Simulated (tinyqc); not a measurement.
## Ballistic conductance of a hard-wall wire of rectangular section by counting modes: conductance against Fermi energy

Subband edges E_(a,b) = (C pi^2/m) [(a/W)^2 + (b/Hh)^2], a, b = 1, 2, ...; C = hbar^2/(2 m0). Every mode transmits fully; spin gives the factor 2 in 2 q^2/h, valleys the factor gv.

G = (2 q^2/h) gv M; at zero temperature M counts the edges below Ef, at T it is the sum of degeneracy times f. The smooth (Sharvin) count is kF^2 A/(4 pi), kF = sqrt(m Ef/C), A = W Hh, perimeter p = 2 (W + Hh), and with the boundary term kF^2 A/(4 pi) - kF p/(4 pi). f = 1/(1 + exp((E_n - Ef)/Vt)).

Parameters, values chosen for the exercise:
```
symbol,value,unit,meaning
T,77,K,temperature
m,0.023,m0,mass
gv,2,,valleys
W,20,nm,width
Hh,31,nm,height
```

Constants: q = 1.602176634e-19 C, kB = 1.380649e-23 J/K, hbar = 1.054571817e-34 J s, h = 6.62607015e-34 J s, m0 = 9.1093837015e-31 kg, Vt = kB T/q, hbar^2/(2 m0) = 0.0380998212 eV nm^2. Results are converted to the units shown.

Results:

| Ef (eV) | M at T = 0 | M at T | smooth count | with boundary term | G (uS) |
|---|---|---|---|---|---|
| 0.036 | 0 | 0.03565 | 1.072 | -0.1244 | 5.524 |
| 0.062 | 1 | 0.6511 | 1.847 | 0.2763 | 100.9 |
| 0.087 | 1 | 1.023 | 2.591 | 0.7311 | 158.6 |
| 0.112 | 2 | 1.614 | 3.336 | 1.225 | 250.1 |
| 0.138 | 2 | 1.990 | 4.110 | 1.767 | 308.3 |
| 0.163 | 2 | 2.076 | 4.855 | 2.309 | 321.7 |
| 0.189 | 3 | 3.105 | 5.629 | 2.888 | 481.1 |
| 0.214 | 4 | 4.013 | 6.374 | 3.456 | 621.9 |
| 0.265 | 5 | 4.995 | 7.893 | 4.646 | 774.0 |
| 0.29 | 5 | 5.048 | 8.637 | 5.241 | 782.2 |

Estimate the missing row, Ef = 0.239 eV.

Computed row:

| Ef (eV) | M at T = 0 | M at T | smooth count | with boundary term | G (uS) |
|---|---|---|---|---|---|
| 0.239 | 5 | 4.753 | 7.118 | 4.035 | 736.6 |

With this row back in the table: The integer count climbs from 0 to 5; the smooth count goes as Ef^(1.00). In the last row M at T is 42 % below the smooth count and 3.7 % below the count with the boundary term: hard walls push the wave away from the edge and cost modes. The largest gap between M at T and the integer count is 0.39.

Program tinyqc, `OMP_NUM_THREADS=1 python tinyqc.py 2740126 2740127 out.jsonl`; Intel Xeon 2.30GHz, shared host, one thread, about 0.7 s.
